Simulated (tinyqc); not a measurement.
Ion implantation: universal nuclear stopping, Lindhard-Scharff electronic stopping and a Gaussian range profile: one step, computed by the program tinyqc. Command: `OMP_NUM_THREADS=1 python tinyqc.py 3007994 3007995 out.jsonl implant walk`. One thread of a shared host (Intel(R) Xeon(R) Processor @ 2.30GHz), about 0.06 s of CPU time with the checks.

An ion slows by elastic collisions with screened nuclei and by friction with electrons; channelling is ignored and the target is uniform.

Task: Gaussian profile. C(x) = C_p exp(-(x - R_p)^2/(2 dR_p^2)) with C_p = Q/(sqrt(2 pi) dR_p), 1 nm = 1e-7 cm; the profile falls to the background at x_j = R_p + dR_p sqrt(2 ln(C_p/C_B)); the peak atomic fraction is C_p/N.

Inputs (values chosen for the exercise, modelled on indium ions in silicon): target density N = 49.94 1/nm^3; dose Q = 5.4e+12 1/cm^2; background C_B = 1.4e+15 1/cm^3.

straggle dR_p = 18.85100 nm

projected range R_p = 71.18857 nm

Give: peak concentration C_p; depth x_j where C falls to C_B; peak atomic fraction.

Result:

peak concentration C_p = 1.1428e+18 1/cm^3

Depth x_j where C falls to C_B = 140.22 nm

peak atomic fraction = 2.2883e-05
